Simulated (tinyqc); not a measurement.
A discretised effective-mass wire between two leads, recursive Green functions: two steps of the calculation.

Finite differences on a grid of step a give a chain with hopping -t, t = C/(m a^2), C = hbar^2/(2 m0), and site energies 2 t + U_i for the N = 6 sites of the device; the semi-infinite leads have site energy 2 t. Each slice is one site, and V = -t couples neighbouring slices.

Values chosen for this exercise:
```
symbol,value,unit,meaning
m,0.29,m0,effective mass
a,0.093,nm,grid step
U,"[0, 2.688, 4.032, 4.032, 2.688, 0]",eV,potential on the sites 1 to N
E,4.73,eV,energy above the band bottom of the leads
```

Constants: q = 1.602176634e-19 C, hbar = 1.054571817e-34 J s, m0 = 9.1093837015e-31 kg, hbar^2/(2 m0) = 0.0380998212 eV nm^2. Results are converted to the units shown.

Problem 1. Forward pass. Forward pass: g_1 = (E - H_1 - Sigma)^(-1), g_i = (E - H_i - V g_(i-1) V^dagger)^(-1), with Sigma also subtracted on the last slice; G_(i,1) = g_i V G_(i-1,1), starting from g_1. H_i is the block of slice i, its site energy.

Sigma = -12.825044-8.139760i eV

Give: g_i; G_(i,1) of the forward pass.

Solution 1.

```
site           g_i (1/eV)  G_(i,1) of the forward pass (1/eV)
1     -0.055583-0.035277i                 -0.055583-0.035277i
2     -0.050546-0.026522i                 -0.028464-0.049478i
3     -0.049757-0.016898i                 -0.008814-0.044703i
4     -0.052531-0.011253i                  0.000608-0.037177i
5     -0.060122-0.009626i                  0.005992-0.033863i
6      0.009657-0.095541i                  0.048265+0.013663i
```

Problem 2. Backward pass. Backward pass: G_NN = g_N, G_ii = g_i + g_i V^dagger G_(i+1,i+1) V g_i; local density of states -Im G_ii/pi on each site.

g_i, site 1 to 6 (1/eV): -0.055582848-0.035277150i  -0.050545869-0.026521630i  -0.049757377-0.016898133i  -0.052530822-0.011253070i  -0.060121515-0.009625904i  0.009657040-0.095541389i

Wanted: G_ii; local density of states.

Solution 2.

```
site        G_ii (1/eV)  local density of states (1/eV)
1      0.00966-0.09554i                         0.03041
2     -0.02676-0.08469i                         0.02696
3     -0.04568-0.07000i                         0.02228
4     -0.04568-0.07000i                         0.02228
5     -0.02676-0.08469i                         0.02696
6      0.00966-0.09554i                         0.03041
```

A site of an infinite clean chain has 1/(pi sqrt(4 t^2 - x^2)) = 0.0196 1/eV at this energy (x counted from the band centre); the device goes from 0.0223 (site 4) to 0.0304 (site 1).

Numbers from tinyqc (`OMP_NUM_THREADS=1 python tinyqc.py 2660135 2660136 out.jsonl`; about 0.02 s on one thread of a shared Intel Xeon 2.30GHz).
